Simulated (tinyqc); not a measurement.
Round nanowire with a gate all round, subbands and threshold shift from confinement: two steps of the calculation.

Undoped body with a flat potential across it, hard walls, transport along x. Three valley pairs (g = 2 each) with the longitudinal mass along x, y or z. Non-parabolicity enters the subband edges through E (1 + al E) = gamma, so E = 2 gamma/(1 + sqrt(1 + 4 al gamma)); motion within a subband is taken as parabolic with the band-edge mass. Energies are counted from the bulk band edge.

Inputs (values chosen for the exercise); masses close to those of silicon: temperature T = 400 K; longitudinal mass ml = 0.912 m0; transverse mass mt = 0.189 m0; non-parabolicity al = 0 1/eV; diameter t = 8.3 nm; widening of the box by penetration into the insulator dl = 0 nm.

Constants: q = 1.602176634e-19 C, kB = 1.380649e-23 J/K, hbar = 1.054571817e-34 J s, m0 = 9.1093837015e-31 kg, Vt = kB T/q, hbar^2/(2 m0) = 0.0380998212 eV nm^2. Results are converted to the units shown.

Problem 1. Lowest subbands. gamma = C (2 z/(t + dl))^2 (1/my + 1/mz)/2, z the zeros of the Bessel functions J_l (2.404826, 3.831706, 5.135622, 5.520078, ...), twofold for l > 0; the mean inverse mass is an approximation for anisotropic valleys, C = hbar^2/(2 m0). List the 6 lowest, labelled by valley axis and quantum numbers, with degeneracy g and N_k: N_k = g sqrt(2 mx m0 kB T/(pi hbar^2)).

Give: E_k; g; N_k.

Solution 1.

E_k, subband y0,1 to x1,1 (eV): [0.04086, 0.04086, 0.06769, 0.1037, 0.1037, 0.1718]
g, subband y0,1 to x1,1: [2, 2, 2, 4, 4, 4]
N_k, subband y0,1 to x1,1 (cm^-1): [4.666e6, 4.666e6, 1.025e7, 9.332e6, 9.332e6, 2.050e7]

Problem 2. Threshold shift. Each subband has N_k = g sqrt(2 mx m0 kB T/(pi hbar^2)); without degeneracy n = exp(EF/Vt) sum N_k exp(-E_k/Vt). Classical value Nc times pi t^2/4, Nc = sum over valleys of 2 g (m m0 kB T/(2 pi hbar^2))^1.5 with m = (mx my mz)^(1/3). Threshold shift dVT = Vt ln(classical value/sum N_k exp(-E_k/Vt)). Use the subbands listed.

E_k, subband y0,1 to x1,1 (eV): [0.040859644, 0.040859644, 0.067691182, 0.10373177, 0.10373177, 0.17184990]
N_k, subband y0,1 to x1,1 (cm^-1): [4.6659592e6, 4.6659592e6, 1.0249613e7, 9.3319183e6, 9.3319183e6, 2.0499225e7]

Wanted: shares; sum N_k exp(-E_k/Vt); Nc; classical value; dVT.

Solution 2.

shares, subband y0,1 to x1,1 (%): [26.650, 26.650, 26.878, 8.601, 8.601, 2.619]
sum N_k exp(-E_k/Vt) = 5.3510e6 cm^-1
Nc = 4.1840e19 cm^-3
classical value = 2.2638e7 cm^-1
dVT = 49.717 mV

Range of the model: For the strongly anisotropic y and z valleys the mean inverse mass serves only for l = 0; pairs with l > 0 really split widely.

Program tinyqc, `OMP_NUM_THREADS=1 python tinyqc.py 2350064 2350065 out.jsonl`; Intel Xeon 2.30GHz, shared host, one thread, about 0.2 s.
